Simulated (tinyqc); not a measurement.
Electron mobility of a polar semiconductor by Rode's iterative solution of the Boltzmann equation: one step, computed by the program tinyqc.

The distribution is f(E) + e F l(E) (-df/dE) cos(theta) for a weak field F, theta counted from the force; l(E) is a mean free path. Elastic processes enter by their momentum rate, polar optical phonons by out- and in-scattering terms. One valley only: where upper valleys lie close, measured mobilities are lower. The density n is prescribed, even where a narrow-gap material would have more intrinsic carriers.

Problem. The first two iterations on one ladder of the grid. Iteration: l_new(E) = [v(E) + c+ l(E + hbar w) + c- l(E - hbar w)]/(nu + S_o), from l = 0.

Inputs (values chosen for the exercise, modelled on GaSb): temperature T = 150 K.

Band: parabolic. Elastic processes: acoustic, impurity.

Points j = s/2, s/2 + s, ... (the first seven rungs, or as many as the grid holds), rates in 1e12/s:
```
E (meV)   v (m/s)        nu       S_o         c+        c-
17.0917    389646  4.409524  0.556741  0.2322378  0.000000
46.3917    641945  1.691726  0.823874  0.1375719  0.240302
75.6917    819978  1.033757  1.576241  0.1236917  0.763299
104.9917   965730  0.754224  1.780264  0.1216216  0.978541
134.2917  1092201  0.605850  1.771095  0.1200471  1.033750
163.5917  1205476  0.517070  1.730888  0.1182282  1.048981
192.8917  1308986  0.459911  1.687866  0.1163056  1.050423
```

Give: l after iteration 1; l after iteration 2 (all rungs but the last shown).

Solution.

l after iteration 1 (nm): 78.5  255.2  314.2  381.0  459.5  536.3  609.5

l after iteration 2 (all rungs but the last shown) (nm): 90.4  279.9  406.9  524.4  652.3  782.7

In-scattering lengthens l on the lowest rung by 15.2 % and on the second by 9.7 % in this step. Caution: the gas is degenerate, and screening of the polar coupling, left out here, would raise the mobility.
